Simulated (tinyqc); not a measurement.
Inversion-layer mobility, back-scattering and ballistic limit of a field-effect transistor: one step, computed by the program tinyqc. Command: `OMP_NUM_THREADS=1 python tinyqc.py 3017615 3017616 out.jsonl mos walk`. One thread of a shared host (Intel(R) Xeon(R) Processor @ 2.30GHz), about 0.01 s of CPU time with the checks.

The charge at the top of the source barrier is fixed by the gate; series resistance and short-channel effects are left out. F_j are Fermi integrals normalised to exp(eta) in the classical limit.

Task: Ballistic limit. F_j(eta) = (1/Gamma(j + 1)) int_0^infinity x^j/(1 + exp(x - eta)) dx, F_0 = ln(1 + exp(eta)). Integrals over x = E/(k_B T) use 160 Gauss-Legendre points in u = sqrt(x) from 0 to sqrt(max(eta, 0) + 32). Ballistic channel: N_2D = g_v m k_B T/(pi hbar^2), U = e V_D/(k_B T); eta_F solves N_inv = (N_2D/2)[F_0(eta_F) + F_0(eta_F - U)]; v_T = sqrt(2 k_B T/(pi m)); I/W = e (N_2D/2) v_T [F_1/2(eta_F) - F_1/2(eta_F - U)]; injection velocity v_T F_1/2(eta_F)/F_0(eta_F).

Inputs (values chosen for the exercise, modelled on a 4H-SiC n-channel):
```
quantity               value  unit
transport mass m         0.3   m_0
valley degeneracy g_v      3     -
drain voltage V_D        1.2     V
temperature T            300     K
```

Statistics at the top of the barrier: Fermi-Dirac.

inversion density N_inv = 1.861375e+13 1/cm^2

Constants: m_0 = 9.1093837015e-31 kg; k_B = 1.380649e-23 J/K; hbar = 1.054571817e-34 J s; k_B = 8.617333262e-05 eV/K; e = 1.602176634e-19 C.

Give: N_2D; eta_F; thermal velocity v_T; injection velocity; ballistic current I/W.

Result:

N_2D = 9.719e+12 1/cm^2

eta_F = 3.808

thermal velocity v_T = 0.9823 1e7 cm/s

injection velocity = 1.564 1e7 cm/s

ballistic current I/W = 4664 microampere/micrometre

Degeneracy raises the injection velocity by a factor 1.59.
